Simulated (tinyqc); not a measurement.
What each parameter does: cyclotron resonance of ellipsoidal valleys, Si type.

Valleys along [100], [010], [001] (each with its opposite partner), mass ml along the axis and mt across it. B lies in the (1-10) plane, b = (sin(theta)/sqrt2, sin(theta)/sqrt2, cos(theta)). For the angle phi between B and the axis, 1/mc^2 = cos^2(phi)/mt^2 + sin^2(phi)/(mt ml). Resonance: h nu = 2 muB B/mc, h = 2 pi hbar.

Constants: hbar = 6.58211957e-16 eV s; muB = 5.788381798e-05 eV/T.

Values chosen for the exercise (near those of Si; the results hold for these values, not for the real material): ml = 0.885 m0 (longitudinal mass); mt = 0.187 m0 (transverse mass); theta = 81 degrees (angle of B from [001] towards [110]); nu = 35 GHz (microwave frequency).

Resonance fields B = h nu mc/(2 muB) of the valleys [100] and [001].

One parameter was then changed.

Results before and after:

| case | [100] (T) | [001] (T) |
|---|---|---|
| base | 0.3029 | 0.4869 |
| changed | 0.3306 | 0.5136 |

Which of these changes was made? (a) ml = 1.018 m0; (b) nu = 38.5 GHz; (c) mt = 0.206 m0; (d) theta = 77 degrees.

Answer: (c) mt = 0.206 m0. Of the candidates, run in turn, only this one gives the changed row.

All candidates:

| case | [100] (T) | [001] (T) |
|---|---|---|
| base | 0.3029 | 0.4869 |
| ml = 1.018 m0 | 0.3065 | 0.5181 |
| mt = 0.206 m0 | 0.3306 | 0.5136 |
| theta = 77 degrees | 0.3055 | 0.4665 |
| nu = 38.5 GHz | 0.3331 | 0.5356 |

(tinyqc, `OMP_NUM_THREADS=1 python tinyqc.py 1252563 1252564 out.jsonl`, Intel(R) Xeon(R) Processor @ 2.30GHz, 1 thread, shared host, about 0.01 s.)
